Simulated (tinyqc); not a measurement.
Worked calculation: plane-wave Kohn-Sham cycle with exchange-only LDA in a layered model solid. One step of it, computed by the program tinyqc.

Problem. Iteration 1: potential. V_H(G) = 4 pi rho(G)/G^2 for G != 0 (uniform background); v_x = -(3 rho/pi)^(1/3); V = V_ext + V_H + v_x; Fourier components f(G_m) = (1/N) sum_j f(x_j) exp(-i G_m x_j).

A solid whose potential varies along x alone (atomic units):
```
parameter,value
period a,5.900000
cross-section of the cell,12.000000
electrons per cell,4
grid points,16
"plane waves -n..n, n",3
k points,1
V1 in V1 cos(2 pi x/a),-0.690000
```

density at the start, on the grid x_j = j a/N (e/bohr^3): 0.05649718  0.05649718  0.05649718  0.05649718  0.05649718  0.05649718  0.05649718  0.05649718  0.05649718  0.05649718  0.05649718  0.05649718  0.05649718  0.05649718  0.05649718  0.05649718

Give: Potentials on the grid; V(G_m), m = 0, 1, 2, ....

Solution.

Potentials on the grid (hartree):
```
x,V_ext,V_H,v_x,V
0.000,-0.690,0.000,-0.378,-1.068
0.369,-0.637,0.000,-0.378,-1.015
0.738,-0.488,0.000,-0.378,-0.866
1.106,-0.264,0.000,-0.378,-0.642
1.475,0,0.000,-0.378,-0.378
1.844,0.264,0.000,-0.378,-0.114
2.212,0.488,0.000,-0.378,0.110
2.581,0.637,0.000,-0.378,0.260
2.950,0.690,0.000,-0.378,0.312
3.319,0.637,0.000,-0.378,0.260
3.688,0.488,0.000,-0.378,0.110
4.056,0.264,0.000,-0.378,-0.114
4.425,0,0.000,-0.378,-0.378
4.794,-0.264,0.000,-0.378,-0.642
5.162,-0.488,0.000,-0.378,-0.866
5.531,-0.637,0.000,-0.378,-1.015
```

V(G_m), m = 0, 1, 2, ... (hartree): -0.378  -0.345  0.000  0.000  0.000  0.000  0.000
